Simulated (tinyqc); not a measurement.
# Van der Pauw, Hall and four-point-probe measurements on a doped layer, step by step

Program tinyqc, `OMP_NUM_THREADS=1 python tinyqc.py 2850209 2850210 out.jsonl`; Intel Xeon 2.30GHz, shared host, one thread, about 0.01 s. Printed values are rounded.

A uniform p-type layer with sheet resistance Rs = 1/(q ns mu), point contacts, low field (mu B small).

Inputs (values chosen for the exercise):
```
symbol   value        unit                                                      meaning
ns      3.1e13       cm^-2                                   sheet density of the layer
mu          37  cm^2/(V s)                                               drift mobility
rH           1                                                              Hall factor
B            1           T                                               magnetic field
I           10          uA                                                      current
ar        1.84              side ratio a/b of a rectangular sample with corner contacts
t          890          nm                                       thickness of the layer
```

Constants: q = 1.602176634e-19 C. Results are converted to the units shown.

## Resistances and Hall voltage

Rs = 1/(q ns mu). For a rectangle with contacts at the corners, RA = (8 Rs/pi) sum_(k>=0) ln coth((2k + 1) pi a/(2 b)) with current along a short side b and voltage along the opposite one, RB the same with a and b exchanged; Hall voltage VH = rH B I/(q ns), negative for electrons.

Rs = 5441.59 ohm/square
RA = 85.5558 ohm
RB = 5252.68 ohm
VH = 0.201339 mV

RB/RA = 61.4; for a square both equal Rs ln 2/pi = 1200 ohm.

## Starting value

z = 2 ln 2/(pi (RA + RB)), exact for RA = RB.

z at the start = 0.0826624 mS

## Iteration 1: new z

The van der Pauw equation exp(-pi RA z) + exp(-pi RB z) = 1 is solved for z = 1/Rs: e1 = exp(-pi RA z), e2 = exp(-pi RB z), f = e1 + e2 - 1, f' = -pi (RA e1 + RB e2), z(new) = z - f/f'.

e1 = 0.978027
e2 = 0.255617
f = 0.233644
f' = -4.48100 kohm
z after iteration 1 = 0.134803 mS

## Iteration 2: new z

As before.

e1 = 0.964416
e2 = 0.108122
f = 0.0725381
f' = -2.04342 kohm
z after iteration 2 = 0.170302 mS

## Course of the iteration

Stop when the step is below 1e-10 mS, or after 40 iterations.

Course of the iteration:
```
iteration	z before the step (mS)	step (mS)
1	0.0826624	0.0521
2	0.134803	0.0355
3	0.170302	0.0124
4	0.182659	1.10e-3
5	0.183762	7.73e-6
6	0.183770	3.75e-10
7	0.183770	< 1e-14
```

Converged in 7 iterations.

## Sheet density, mobility and bulk values

converged z = 0.183770 mS

Rs = 1/z; Hall sheet density B I/(q |VH|); Hall mobility |VH|/(Rs B I); true values ns = rH times the Hall density, mu = Hall mobility/rH; bulk density ns/t, resistivity Rs t; correction factor F = Rs/[(pi/ln 2)(RA + RB)/2].

Rs = 5441.59 ohm/square
Hall sheet density = 3.1e13 cm^-2
Hall mobility = 37 cm^2/(V s)
ns = 3.1e13 cm^-2
mu = 37 cm^2/(V s)
bulk density = 3.48315e17 cm^-3
resistivity = 0.484302 ohm cm
F = 0.449815

Taking the mean of RA and RB without F would overstate Rs by 120 %.
